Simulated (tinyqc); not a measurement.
Resistance of a source-drain extension with a graded tip: one step of the calculation.

y runs along the channel, the gate covers y > 0. The doping is N0 for y < y0 and N0 10^(-(y - y0)/la) beyond, uniform over the depth xj. Sheet conductance s(y) = q mu(N) max(N - Nch, 0) xj + (for y > 0) ma Cox Vo, with mu(N) = u0 + (u1 - u0)/(1 + (N/Nr)^au) and Cox = eps0 eox/tox. Current is taken as one-dimensional; depletion of the tip, spreading and the contact are left out. The metallurgical junction lies at yj, where N = Nch.

Question. Sheet resistances and junction position. yj = y0 + la log10(N0/Nch); sheet resistance of the full extension 1/[q mu(N0)(N0 - Nch) xj] and of the gate-induced layer 1/(ma Cox Vo); metallurgical length Lg - 2 yj; ye is where the doped and the gate-induced conductances are equal.

Inputs (values chosen for the exercise); mobility law close to that of electrons in silicon: relative permittivity of the gate insulator (close to silicon nitride) eox = 7.52; insulator thickness tox = 4.8 nm; active doping of the extension far from the gate N0 = 1.2e20 cm^-3; lateral abruptness la = 5.9 nm/decade; position under the gate where the fall begins (gate edge at 0) y0 = -0.9 nm; depth of the extension xj = 7 nm; channel doping Nch = 4.7e17 cm^-3; gate overdrive Vo = 0.59 V; mobility of the gate-induced layer ma = 210 cm^2/(V s); mobility at low doping u1 = 1414 cm^2/(V s); mobility at high doping u0 = 68.5 cm^2/(V s); reference doping Nr = 9.2e16 cm^-3; exponent au = 0.711; gate length Lg = 50 nm.

Constants: q = 1.602176634e-19 C, eps0 = 8.8541878128e-14 F/cm where lengths are in cm. Results are converted to the units shown.

Give: yj; sheet resistance of the extension; sheet resistance of the induced layer; metallurgical length; ye; N at ye.

Answer.

yj = 13.30 nm
sheet resistance of the extension = 973.2 ohm/square
sheet resistance of the induced layer = 5818 ohm/square
metallurgical length = 23.40 nm
ye = 4.369 nm
N at ye = 1.535e19 cm^-3

The gate takes over 8.93 nm before the junction, where N is still 32.7 times the channel doping.

Program tinyqc, `OMP_NUM_THREADS=1 python tinyqc.py 2282071 2282072 out.jsonl`; Intel Xeon 2.30GHz, shared host, one thread, about 0.03 s.
